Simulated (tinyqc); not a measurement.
On-chip interconnect, size-dependent resistivity and RC delay: one step of the calculation.

A rectangular line between two neighbours and two ground planes. Surface and grain-boundary scattering are added to the bulk resistivity as corrections; capacitances are parallel-plate values without fringing; inductance is ignored.

Question. Node voltages after a time step. A 1 V step is applied behind Rd at t = 0. C dv/dt = -G v + b, with G the conductance matrix of the ladder (1/Rs between neighbours, 1/Rd added at node 0) and b = (1 V/Rd, 0, ...). Trapezoidal step: (C/dt + G/2) v(new) = (C/dt - G/2) v + b.

Values chosen for this exercise:
```
symbol  value  unit            meaning
Rd       8500   ohm  driver resistance
dt         61    ps          time step
```

Rs = 3679.4507 ohm

```
node      C (fF)  v at t = 1 dt (V)
0     0.73479921          1.0069586
1      1.4695984          0.6663556
2      1.4695984          0.4438901
3      1.4695984          0.3001214
4      1.4695984          0.2095610
5      1.4695984          0.1561535
6      1.6347992          0.1304302
```

Find: v at t = 2 dt.

Answer.

v at t = 2 dt, node 0 to 6 (V): [0.54281, 0.64737, 0.63044, 0.56787, 0.49957, 0.44553, 0.41511]

Range of the model: The metal width is under the mean free path, where the thick-limit surface term and the simple sum of corrections lose accuracy.

Computed by the program tinyqc: `OMP_NUM_THREADS=1 python tinyqc.py 2100134 2100135 out.jsonl`, one thread of a shared Intel Xeon 2.30GHz, about 0.01 s for the whole run.
